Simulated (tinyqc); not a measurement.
Inside a calculation: density of states of one tight-binding band on the simple cubic lattice. Values are carried at full precision from step to step, so a last printed digit may differ when a step is redone from the rounded ones.

E(k) = -2 t (c1 + c2 + c3) - 4 t2 (c1 c2 + c2 c3 + c3 c1) with ci = cos(2 pi ki); k in fractions of the reciprocal vectors, mesh k_i = j/N with j = 0 .. N-1. Densities are per cell and per spin, so the band holds one state.

Inputs chosen for the exercise: t = 0.53 eV (nearest hopping); t2 = -0.03 eV (second hopping); N = 5 (mesh points along each axis); bins = 6 (bins of the histogram); E_lo = -2.913 eV (lower end of the histogram); E_hi = 3.617 eV (upper end); E = 0.41 eV (energy at which the density is wanted); sigma = 0.106 eV (Gaussian width).

## Energies on the mesh

Evaluate the band at all 125 points and collect equal values.

Distinct energies:
```
E_k (eV)  points
-2.8200        1
-2.2534        6
-1.6295       12
-1.3366        6
-0.9483        8
-0.6200       24
0.1539        24
0.5395        12
1.4061        24
2.8083         8
```

The 125 points give 10 distinct energies between -2.8200 and 2.8083 eV; a dense mesh gives a band from -2.820 to 3.540 eV.

## Histogram

Count the points in equal bins from E_lo to E_hi; g = count/(all points x bin width).

Histogram:
```
from (eV)  to (eV)  points  g (1/eV)
-2.9130    -1.8247       7    0.0515
-1.8247    -0.7363      26    0.1911
-0.7363     0.3520      48    0.3528
0.3520      1.4403      36    0.2646
1.4403      2.5287       0    0.0000
2.5287      3.6170       8    0.0588
```

Empty bins: 1 of 6; the fullest holds 48 points. Empty bins inside the band come from the coarse mesh, not from gaps.

## Gaussian broadening at one energy

Gaussian broadening: g(E) = mean over the mesh of exp(-(E - E_k)^2/(2 sigma^2))/(sigma sqrt(2 pi)), n(E) = mean of erfc((E_k - E)/(sigma sqrt 2))/2.

Sum over the distinct energies with their counts.

n(E) = 0.6571
g(E) = 0.2103 1/eV

## One tetrahedron of the mesh

For corner energies e1 <= e2 <= e3 <= e4 and eij = ei - ej, the share of the tetrahedron below E is n = (E - e1)^3/(e21 e31 e41) for e1 < E < e2; n = [e21^2 + 3 e21 x + 3 x^2 - (e31 + e42) x^3/(e32 e42)]/(e31 e41) with x = E - e2 for e2 < E < e3; n = 1 - (e4 - E)^3/(e41 e42 e43) for e3 < E < e4; its density of states is g = dn/dE.

corner energies, sorted (eV): -1.6295  -0.9483  0.1539  1.4061

Find its share below E and its density of states at E.

n = 0.8896
g = 0.3326 1/eV

E lies between corners 3 and 4.

## Sum over all linear tetrahedra

Each cube of the mesh, corners numbered 0 to 7 as the binary number (i j l), is cut into six tetrahedra around the diagonal 0-7: 0137, 0157, 0237, 0267, 0457, 0467. For corner energies e1 <= e2 <= e3 <= e4 and eij = ei - ej, the share of the tetrahedron below E is n = (E - e1)^3/(e21 e31 e41) for e1 < E < e2; n = [e21^2 + 3 e21 x + 3 x^2 - (e31 + e42) x^3/(e32 e42)]/(e31 e41) with x = E - e2 for e2 < E < e3; n = 1 - (e4 - E)^3/(e41 e42 e43) for e3 < E < e4; its density of states is g = dn/dE.

Average n and g over all pieces of the mesh. The reference uses the same method with N = 36.

n(E) = 0.6420
g(E) = 0.2827 1/eV
reference n(E) = 0.629
reference g(E) = 0.265 1/eV

On this mesh the linear method errs by +0.018 1/eV in g and +0.013 in n; the Gaussian sum erred by -0.054 and +0.028.

## Checks

- States below the top of the band by the linear method against one: both 1.000000.

(tinyqc, `OMP_NUM_THREADS=1 python tinyqc.py 1682389 1682390 out.jsonl`, Intel(R) Xeon(R) Processor @ 2.30GHz, 1 thread, shared host, about 0.2 s.)
